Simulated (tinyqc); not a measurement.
## Superjunction drift layer against a plain one, charge balance: effect of the wanted breakdown voltage

Alternating n and p pillars of equal width wp, doping N and length Lp. When depleted, the lateral field peaks at Ex = q N wp/(2 eps0 eps_r) at the pillar junctions and a uniform vertical field Ey is added; breakdown is taken where Ex^2 + Ey^2 = Ef^2. Only the n pillars conduct, narrowed by the zero-bias depletion. A first-order model: the field peaks at the pillar ends are left out.

Ec(N) = E16 (N/1e16 cm^-3)^(1/8), mu(N) = mi + (mx - mi)/(1 + (N/Nr)^0.9). Plain drift layer for BV: N solves BV = eps0 eps_r Ec(N)^2/(2 q N), W = 2 BV/Ec, Rsp = W/(q mu N). Ex = a Ef gives N = 2 eps0 eps_r a Ef/(q wp); Ey = Ef sqrt(1 - a^2); Lp = BV/Ey; xd = sqrt(eps0 eps_r Vb/(q N)) on each side; Rsp = 2 Lp/(q mu(N) N (1 - 2 xd/wp)). An imbalance dl leaves the mean net doping |dl| N/2, which tilts the vertical field by s = q |dl| N/(2 eps0 eps_r): BV(dl) = Ey Lp - s Lp^2/2, or Ey^2/(2 s) if the field reaches zero inside the pillar.

Values chosen for this exercise; values close to those of silicon:
- eps_r = 11.4 (relative permittivity of the semiconductor)
- E16 = 0.399 MV/cm (critical field at a doping of 1e16 cm^-3)
- mx = 1340 cm^2/(V s) (mobility at low doping)
- mi = 93.5 cm^2/(V s) (mobility at high doping)
- Nr = 1.3e17 cm^-3 (reference doping of the mobility)
- wp = 3 um (width of each pillar)
- Ef = 0.3 MV/cm (critical field inside the pillars)
- a = 0.66 (lateral peak field as a share of Ef)
- Vb = 0.8 V (built-in voltage of the pillar junctions)
- dl = -7.5 % (charge imbalance (Nn - Np)/N)

Constants: q = 1.602176634e-19 C, eps0 = 8.8541878128e-14 F/cm where lengths are in cm. Results are converted to the units shown.

The same in every row: N (cm^-3) = 8.316e15.

Results:
```
BV (V),Lp (um),"Rsp, pillars (mohm cm^2)","Rsp, plain (mohm cm^2)",BV(dl) (V)
75,3.328,0.4807,0.3385,72.26
110,4.881,0.7050,0.8643,104.1
170,7.543,1.090,2.530,155.9
260,11.54,1.666,7.258,227.1
390,17.30,2.500,19.90,315.9
590,26.18,3.781,55.86,420.4
1400,62.12,8.973,483.0,513.1
```

Estimate the missing row, BV = 890 V.

Computed row:
```
BV (V),Lp (um),"Rsp, pillars (mohm cm^2)","Rsp, plain (mohm cm^2)",BV(dl) (V)
890,39.49,5.704,155.8,504.1
```

With this row back in the table: As BV goes from 75 to 1400 V, Rsp of the pillars rises from 0.481 to 8.97 mohm cm^2 and BV with the imbalance rises from 72.3 to 513 V. Rsp goes as BV^(1.00) for the pillars and BV^(2.48) for the plain layer; the pillars win in 7 of the 8 rows. For BV = 75 to 170 V the aspect ratio Lp/wp is under 3, where a pillar model without end effects fails.

tinyqc, about 0.01 s, one thread, Intel Xeon 2.30GHz (shared host): `OMP_NUM_THREADS=1 python tinyqc.py 2590110 2590111 out.jsonl`
